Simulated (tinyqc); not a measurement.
Small-signal admittance of a forward-biased p+-n diode: effect of the width of the neutral base.

Holes injected into a neutral base of width wb with an ohmic contact at its end; low injection, p0 far above the equilibrium density. A small voltage v exp(i w t), w = 2 pi f, modulates the edge density by p0 v/Vt, and the small-signal density obeys Dp d2p/dx2 = (1/tau + i w) p.

L = sqrt(Dp tau); direct current J = (q Dp p0/L) coth(wb/L); k = sqrt(1 + i w tau)/L; diffusion admittance Y = (q Dp p0/Vt) k coth(k wb) = G + i w C_diff; junction capacitance C_j = sqrt(q eps0 eps_r Nd/(2 Vr)) in the depletion approximation, with the remaining barrier Vr = Vt ln(Na/p0), a rough value under forward bias; base-width modulation is left out. Measured admittance 1/[Rs + 1/(Y + i w C_j)].

Parameters, values chosen for the exercise; permittivity close to that of silicon: temperature T = 350 K; relative permittivity eps_r = 11.7; donor density of the base Nd = 5.4e15 cm^-3; hole diffusion coefficient Dp = 11 cm^2/s; hole lifetime tau = 2e-7 s; excess hole density at the junction edge p0 = 6.5e12 cm^-3; acceptor density of the p+ side Na = 2e19 cm^-3; series resistance Rs = 0.00021 ohm cm^2; signal frequency f = 88000 Hz.

Constants: q = 1.602176634e-19 C, kB = 1.380649e-23 J/K, Vt = kB T/q, eps0 = 8.8541878128e-14 F/cm where lengths are in cm. Results are converted to the units shown.

The same in every row: w tau = 0.1106; C_j (uF/cm^2) = 0.03154.

Results:
```
wb (um)  G (S/cm^2)  C_diff (uF/cm^2)  measured G (S/cm^2)  measured C (uF/cm^2)  phase of the measured Y (degrees)
0.74          5.137          8.514e-4                5.131               0.03232                             0.1995
1.5           2.541          0.001724                2.539               0.03323                             0.4145
5.8          0.6879          0.006542               0.6878               0.03807                              1.753
11           0.4064           0.01180               0.4064               0.04333                              3.374
23           0.2803           0.02018               0.2803               0.05171                              5.824
45           0.2576           0.02498               0.2576               0.05651                              6.916
89           0.2565           0.02557               0.2565               0.05710                              7.018
```

Estimate the missing row, wb = 2.9 um.

Computed row:
```
wb (um)  G (S/cm^2)  C_diff (uF/cm^2)  measured G (S/cm^2)  measured C (uF/cm^2)  phase of the measured Y (degrees)
2.9           1.326          0.003321                1.326               0.03484                             0.8323
```

With this row back in the table: As wb goes from 0.74 to 89, G falls from 5.14 to 0.256 S/cm^2, C_diff rises from 8.51e-4 to 0.0256 uF/cm^2 and the measured C rises from 0.0323 to 0.0571 uF/cm^2. C_diff stays below C_j.

Numbers from tinyqc (`OMP_NUM_THREADS=1 python tinyqc.py 2890114 2890115 out.jsonl`; about 0.01 s on one thread of a shared Intel Xeon 2.30GHz).
